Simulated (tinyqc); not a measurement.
# From one set of inputs to another, one input at a time

Model: time-dependent dielectric breakdown: cell percolation, Weibull statistics, area scaling and voltage extrapolation. Computed by tinyqc, a small Python program. Command: `OMP_NUM_THREADS=1 python tinyqc.py 3009403 3009404 out.jsonl tddb ladder`. One thread of a shared host (Intel(R) Xeon(R) Processor @ 2.30GHz), about 0.01 s of CPU time with the checks.

The oxide is divided into columns of area a^2, each holding m = t_ox/a cells (m is taken as continuous). A share lambda(t) = (t/t_1)^alpha of the cells is defective, and a column whose cells are all defective breaks down.

The inputs printed are set A. Inputs not listed in the table keep their values of set A, so the rows need not describe a real material.

Inputs (values chosen for the exercise, for a model gate oxide):

| quantity | value | unit |
|---|---|---|
| oxide thickness t_ox | 4.6 | nm |
| defect cell size a | 1.5 | nm |
| exponent alpha of defect growth | 0.41 | - |
| time t_1 at which the occupied share would reach 1 | 4e+09 | s |
| test area A | 200 | um^2 |
| product area A_u | 600000 | um^2 |
| stress voltage V | 6.53 | V |
| use voltage V_u | 3.4 | V |
| local exponent n = -d ln t/d ln V at the stress voltage | 29 | - |
| activation energy E_a | 0.6 | eV |
| stress temperature T | 125 | C |
| use temperature T_u | 85 | C |
| allowed failure fraction F | 1e-06 | - |

Voltage law used: power.

Constants: k_B = 8.617333262e-05 eV/K.

Method:
- Failure fraction F = 1 - (1 - lambda^m)^N with N = A/a^2 columns, which for small lambda^m is 1 - exp(-(t/t63)^beta) with beta = alpha m and t63 = t_1 N^(-1/beta); critical share lambda(t63) = N^(-1/m). 1 um^2 = 1e6 nm^2.
- All three voltage laws share the slope n at the stress voltage. Factor t(V_u)/t(V): E law exp(n (1 - V_u/V)); 1/E law exp(n (V/V_u - 1)); power law (V/V_u)^n.
- Temperatures in kelvin are T(C) + 273.15.
- Temperature factor exp[(E_a/k_B)(1/T_u - 1/T)]; area factor (A/A_u)^(1/beta); percentile factor (-ln(1 - F))^(1/beta); life = t63 x all four; 1 year = 3.15576e7 s.

Each row keeps all changes above it:

| input moved | from | to | characteristic life t63 (s) | critical share of defective cells | area factor |
|---|---|---|---|---|---|
| set A | - | - | 1.9058e+03 | 0.0025585 | 0.0017160 |
| product area A_u (um^2) | 600000 | 2000000 | 1.9058e+03 | 0.0025585 | 0.0006587 |
| activation energy E_a (eV) | 0.6 | 0.81 | 1.9058e+03 | 0.0025585 | 0.0006587 |
| use voltage V_u (V) | 3.4 | 5 | 1.9058e+03 | 0.0025585 | 0.0006587 |
| local exponent n = -d ln t/d ln V at the stress voltage | 29 | 36 | 1.9058e+03 | 0.0025585 | 0.0006587 |
| oxide thickness t_ox (nm) | 4.6 | 5.6 | 2.5645e+04 | 0.0074275 | 0.0024365 |
| allowed failure fraction F | 1e-06 | 0.001 | 2.5645e+04 | 0.0074275 | 0.0024365 |
| time t_1 at which the occupied share would reach 1 (s) | 4000000000 | 14000 | 8.9756e-02 | 0.0074275 | 0.0024365 |

Where does the difference come from?

Characteristic life t63 goes from 1910 to 0.0898, a factor 4.71e-5 in all. The largest single move comes from time t_1 at which the occupied share would reach 1 (a factor 3.50e-6), and oxide thickness t_ox works against it (a factor 13.5). Critical share of defective cells goes from 0.00256 to 0.00743, a factor 2.90 in all. The largest single move comes from oxide thickness t_ox (a factor 2.90). Area factor goes from 0.00172 to 0.00244, a factor 1.42 in all. The largest single move comes from oxide thickness t_ox (a factor 3.70), and product area A_u works against it (a factor 0.384). The single moves hold for this order of the switches; the total does not depend on the order.

Caution (all rows): t_1 is an input here; in a real oxide it changes with thickness at fixed voltage.

Extremes, crossings and ranges named in words are read from the listed rows.
